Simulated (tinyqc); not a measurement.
On-chip power grid, static voltage drop by conjugate gradients: two steps of the calculation.

A grid of 4 rows and 4 columns, node k = 4 row + column. Neighbours in a row are joined by Rx, in a column by Ry; pad nodes, which reach the supply through Rp: 0, 3, 12, 15. Each node draws I0, node 4 draws kh I0. The drops u = Vdd - V solve G u = i, with G the conductance matrix (1/Rp added on the diagonal at pad nodes).

Values chosen for this exercise:
```
symbol  value  unit                                   meaning
Rx        0.1   ohm        resistance of a horizontal segment
Ry       0.14   ohm          resistance of a vertical segment
Rp      0.053   ohm  resistance from a pad node to the supply
I0        2.7    mA          load current of an ordinary node
kh          5              factor on the load at the hot node
```

Question 1. Diagonal of G, loads and first direction. G_kk = sum of the conductances at node k. Start u = 0, so the residual is r = i; p = r.

Find: G_kk; r at the start; p at the start.

Answer 1.

G_kk (S):
```
        col 0   col 1   col 2   col 3
row 0  36.011  27.143  27.143  36.011
row 1  24.286  34.286  34.286  24.286
row 2  24.286  34.286  34.286  24.286
row 3  36.011  27.143  27.143  36.011
```

r at the start (mA):
```
        col 0   col 1   col 2   col 3
row 0  2.7000  2.7000  2.7000  2.7000
row 1  13.500  2.7000  2.7000  2.7000
row 2  2.7000  2.7000  2.7000  2.7000
row 3  2.7000  2.7000  2.7000  2.7000
```

p at the start (mA):
```
        col 0   col 1   col 2   col 3
row 0  2.7000  2.7000  2.7000  2.7000
row 1  13.500  2.7000  2.7000  2.7000
row 2  2.7000  2.7000  2.7000  2.7000
row 3  2.7000  2.7000  2.7000  2.7000
```

Question 2. Conjugate-gradient step. q = G p; a = (r.r)/(p.q); u(new) = u + a p; r(new) = r - a q; b = (r.r)(new)/(r.r); p(new) = r(new) + b p.

u at the start (mV):
```
       col 0  col 1  col 2  col 3
row 0      0      0      0      0
row 1      0      0      0      0
row 2      0      0      0      0
row 3      0      0      0      0
```

r at the start (mA):
```
       col 0  col 1  col 2  col 3
row 0    2.7    2.7    2.7    2.7
row 1   13.5    2.7    2.7    2.7
row 2    2.7    2.7    2.7    2.7
row 3    2.7    2.7    2.7    2.7
```

p at the start (mA):
```
       col 0  col 1  col 2  col 3
row 0    2.7    2.7    2.7    2.7
row 1   13.5    2.7    2.7    2.7
row 2    2.7    2.7    2.7    2.7
row 3    2.7    2.7    2.7    2.7
```

Wanted: q; a; u after iteration 1; r after iteration 1; b; p after iteration 1.

Answer 2.

q (mA S):
```
       col 0   col 1  col 2  col 3
row 0  -26.2     0.0    0.0   50.9
row 1  262.3  -108.0    0.0    0.0
row 2  -77.1     0.0    0.0    0.0
row 3   50.9     0.0    0.0   50.9
```

a = 0.08620 ohm

u after iteration 1 (mV):
```
       col 0  col 1  col 2  col 3
row 0  0.233  0.233  0.233  0.233
row 1  1.164  0.233  0.233  0.233
row 2  0.233  0.233  0.233  0.233
row 3  0.233  0.233  0.233  0.233
```

r after iteration 1 (mA):
```
       col 0  col 1  col 2  col 3
row 0   4.96   2.70   2.70  -1.69
row 1  -9.11  12.01   2.70   2.70
row 2   9.35   2.70   2.70   2.70
row 3  -1.69   2.70   2.70  -1.69
```

b = 1.418

p after iteration 1 (mA):
```
       col 0  col 1  col 2  col 3
row 0   8.79   6.53   6.53   2.14
row 1  10.03  15.84   6.53   6.53
row 2  13.18   6.53   6.53   6.53
row 3   2.14   6.53   6.53   2.14
```

Numbers from tinyqc (`OMP_NUM_THREADS=1 python tinyqc.py 2770175 2770176 out.jsonl`; about 0.2 s on one thread of a shared Intel Xeon 2.30GHz).
